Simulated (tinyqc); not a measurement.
## Ground and coupling capacitance from two measurements

Problem. A line has Cg to the planes and Cc to each of two neighbours. Find Cg, Cc, the load when both neighbours switch in antiphase, and the pulse on the line when it floats and both neighbours swing by Vx.

Parameters, values chosen for the exercise:

| symbol | value | unit | meaning |
|---|---|---|---|
| Vx | 1 | V | swing |

capacitance with neighbours driven alike and with neighbours grounded (aF/um): 78  278

Answer. Driven alike, Cc carries no charge, which leaves Cg; grounded neighbours give Cg + 2 Cc, antiphase Cg + 4 Cc; a floating line divides the swing as 2 Cc/(Cg + 2 Cc).

Cg = 78.00 aF/um
Cc = 100.0 aF/um
load in antiphase = 478.0 aF/um
pulse = 0.7194 V

Computed by the program tinyqc: `OMP_NUM_THREADS=1 python tinyqc.py 2790157 2790158 out.jsonl`, one thread of a shared Intel Xeon 2.30GHz, about 1 s for the whole run.
